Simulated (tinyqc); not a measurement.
Worked calculation: LDA (PW92) atom on a uniform radial grid, spin-unpolarised, for F. Computed by tinyqc, a small Python program that keeps every step. Settings: Z = 9, points = 128, R = 10.8, functional = lda,pw, mixing = 0.6, iteration cap = 73. Command: `OMP_NUM_THREADS=1 python tinyqc.py 26885 26886 out.jsonl` (the two numbers bound the seeds that draw the settings). One thread of a shared host (Intel(R) Xeon(R) Processor @ 2.60GHz), about 0.1 s of CPU time with the checks. Later iterations appear only in the table of the cycle.

## Iteration 1

Spherical atom on a uniform radial grid r_j = j h with h = R/(N + 1), h sum u^2 = 1 and integrals as h times sums, u(0) = u(R) = 0 (atomic units):
```
parameter,value
Z,9
points N,128
R,10.800000
h,0.083721
mixing,0.600000
electrons in 1s,2
electrons in 2s,2
electrons in 2p,5
```

Three-point differences turn -u''/2 + [l(l+1)/2r^2 - Z/r + V] u = e u into a tridiagonal matrix (diagonal 1/h^2 + potential, off-diagonal -1/2h^2). D = sum f u^2; the Hartree potential y/r solves y'' = -D/r with y(0) = 0, y(R) = N_e; v_xc comes from rho = D/(4 pi r^2); E = sum f e - int D V + int D (V_H/2 + eps_xc); V(new) = V + mixing (V_H + v_xc - V).

eigenvalues (hartree): 1s -35.9665, 2s -9.7892, 2p -10.2553

Every 8th grid point:
```
r,V in,u(1s),u(2s),u(2p),D,V_H,v_xc
0.6698,0.0000,0.1235,-1.2634,1.0759,9.0105,12.7169,-1.2349
1.3395,0.0000,0.0009,-0.3382,0.2040,0.4369,6.7137,-0.3129
2.0093,0.0000,5.41e-06,-0.0428,0.0221,0.0061,4.4791,-0.0682
2.6791,0.0000,2.75e-08,-0.0041,0.0019,5.21e-05,3.3594,-0.0134
3.3488,0.0000,1.31e-10,-3.46e-04,1.44e-04,3.42e-07,2.6875,-0.0024
4.0186,0.0000,0,-2.65e-05,1.01e-05,1.91e-09,2.2396,-3.92e-04
4.6884,0.0000,0,-1.91e-06,6.67e-07,0,1.9196,-6.15e-05
5.3581,0.0000,0,-1.32e-07,4.24e-08,0,1.6797,0.0000
6.0279,0.0000,0.0000,-8.80e-09,2.62e-09,0,1.4931,0.0000
6.6977,0.0000,0.0000,-5.73e-10,1.58e-10,0,1.3438,0.0000
7.3674,0.0000,0.0000,-3.65e-11,0,0,1.2216,0.0000
8.0372,0.0000,0.0000,0,0,0,1.1198,0.0000
8.7070,0.0000,0.0000,0,0,0,1.0337,0.0000
9.3767,0.0000,0.0000,0,0,0,0.9598,0.0000
10.0465,0.0000,0.0000,0,0,0,0.8958,0.0000
10.7163,0.0000,0.0000,0,0,0,0.8398,0.0000
```

total energy = -77.849236 hartree

## Iteration 2

As before.

eigenvalues (hartree): 1s -22.8842, 2s -3.1016, 2p -2.6336

Every 8th grid point:
```
r,V in,u(1s),u(2s),u(2p),D,V_H,v_xc
0.6698,6.8892,0.1775,-1.0275,1.0248,7.4254,11.1107,-1.1613
1.3395,3.8405,0.0030,-0.6918,0.6081,2.8060,6.5938,-0.5539
2.0093,2.6466,4.19e-05,-0.2488,0.2364,0.4033,4.4725,-0.2389
2.6791,2.0076,5.53e-07,-0.0727,0.0776,0.0407,3.3590,-0.1012
3.3488,1.6111,7.07e-09,-0.0192,0.0233,0.0034,2.6875,-0.0422
4.0186,1.3435,8.86e-11,-0.0047,0.0066,2.62e-04,2.2396,-0.0172
4.6884,1.1517,0,-0.0011,0.0018,1.85e-05,1.9196,-0.0069
5.3581,1.0078,0,-2.59e-04,4.72e-04,1.25e-06,1.6797,-0.0027
6.0279,0.8958,0,-5.82e-05,1.22e-04,8.06e-08,1.4931,-0.0010
6.6977,0.8063,0,-1.28e-05,3.07e-05,5.06e-09,1.3438,-3.86e-04
7.3674,0.7330,0,-2.79e-06,7.66e-06,3.09e-10,1.2216,-1.44e-04
8.0372,0.6719,0,-5.99e-07,1.89e-06,1.85e-11,1.1198,-5.37e-05
8.7070,0.6202,0,-1.27e-07,4.59e-07,0,1.0337,-9.59e-06
9.3767,0.5759,0,-2.68e-08,1.11e-07,0,0.9598,0.0000
10.0465,0.5375,0,-5.44e-09,2.55e-08,0,0.8958,0.0000
10.7163,0.5039,0,-3.79e-10,1.91e-09,0,0.8398,0.0000
```

total energy = -89.597198 hartree

## Convergence

Stop when input and output potentials agree to 1e-7.

Course of the cycle (hartree):
```
iteration,E,e(1s),e(2s),e(2p),largest |V(out) - V(in)|
1,-77.849236,-35.9665,-9.7892,-10.2553,2.53e+01
2,-89.597198,-22.8842,-3.1016,-2.6336,4.54e+00
3,-90.161965,-20.4857,-1.5010,-0.9906,6.77e-01
4,-90.180560,-20.3388,-1.1556,-0.6679,2.85e-01
5,-90.183174,-20.1986,-1.0003,-0.5185,9.35e-02
6,-90.183534,-20.1689,-0.9524,-0.4738,4.43e-02
7,-90.183583,-20.1469,-0.9312,-0.4533,1.28e-02
8,-90.183590,-20.1418,-0.9247,-0.4472,7.18e-03
9,-90.183591,-20.1383,-0.9217,-0.4443,1.80e-03
10,-90.183591,-20.1375,-0.9208,-0.4434,1.13e-03
11,-90.183591,-20.1369,-0.9204,-0.4430,2.56e-04
12,-90.183591,-20.1368,-0.9203,-0.4429,1.73e-04
13,-90.183591,-20.1367,-0.9202,-0.4429,3.70e-05
14,-90.183591,-20.1367,-0.9202,-0.4428,2.61e-05
15,-90.183591,-20.1367,-0.9202,-0.4428,5.39e-06
16,-90.183591,-20.1367,-0.9202,-0.4428,3.92e-06
17,-90.183591,-20.1367,-0.9202,-0.4428,7.90e-07
18,-90.183591,-20.1367,-0.9202,-0.4428,5.84e-07
19,-90.183591,-20.1367,-0.9202,-0.4428,1.16e-07
20,-90.183591,-20.1367,-0.9202,-0.4428,8.68e-08
```

Converged in 20 iterations. A uniform grid resolves the cusp poorly: for a bare nucleus this grid gives 1s at -35.96649 against -Z^2/2 = -40.5 hartree. Before convergence this energy mixes input and output and is not variational, so it may rise towards its limit.
